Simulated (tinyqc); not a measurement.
# Worked calculation: energy and delay of logic against supply voltage

tinyqc, about 0.01 s, one thread, Intel Xeon 2.30GHz (shared host): `OMP_NUM_THREADS=1 python tinyqc.py 2082136 2082137 out.jsonl` Printed values are rounded.

One expression serves below and above threshold: I(Vg) = Ik [ln(1 + exp((Vg - VT + dd V)/(al nf Vt)))]^al, with I_on = I(V) and I_off = I(0). Gate delay td = kd C V/I_on, clock period LD td. Per gate and cycle the switching energy is act C V^2 and the leakage energy I_off V LD td. No short-circuit current, no variation. Minima are sought above 0.09 V; below a few Vt gates no longer switch and the model has no meaning.

Parameters, values chosen for the exercise; values of the order met in logic technologies:
```
symbol,value,unit,meaning
T,358,K,temperature
VT,0.18,V,threshold voltage at zero drain bias
nf,1.26,,slope factor
dd,0.11,,barrier lowering per volt of supply
Ik,0.87,uA,specific current of a gate
al,1.52,,exponent of the current law
C,3.6,fF,load capacitance of a gate
kd,0.6,,delay factor
LD,60,,logic depth
act,0.05,,activity factor
V,0.43,V,supply voltage
```

Constants: q = 1.602176634e-19 C, kB = 1.380649e-23 J/K, Vt = kB T/q. Results are converted to the units shown.

## Currents, delay and energies

I_on, I_off, td, clock frequency 1/(LD td), both energies and their sum.

I_on = 10.1623 uA
I_off = 26.5108 nA
td = 91.3962 ps
clock frequency = 0.182356 GHz
switching energy = 33.2820 aJ
leakage energy = 62.5130 aJ
energy = 95.7950 aJ

I_on/I_off = 383; leakage makes up 65.3 % of the energy.

## Starting value

V = 0.24 V.

V at the start = 0.24 V

## Iteration 1: new V

Minimum-energy supply: E(V) is the energy per gate and cycle; with h = 0.001 V, E' = (E(V + h) - E(V - h))/(2 h), E'' = (E(V - h) - 2 E(V) + E(V + h))/h^2, V(new) = V - E'/E''.

E' = -88.7536 aJ/V
E'' = 3514.84 aJ/V^2
V after iteration 1 = 0.265251 V

## Iteration 2: new V

As before.

E' = -9.27024 aJ/V
E'' = 2802.38 aJ/V^2
V after iteration 2 = 0.268559 V

## Course of the iteration

Stop when the step is below 1e-9 V, or after 40 iterations.

Course of the iteration:
```
iteration	V before the step (V)	step (V)
1	0.24	0.0253
2	0.265251	3.31e-3
3	0.268559	5.05e-5
4	0.268610	1.11e-8
5	0.268610	-8.63e-14
```

Converged in 5 iterations. There leakage makes up 81.8 % of the energy and the clock runs at 78.7 MHz.
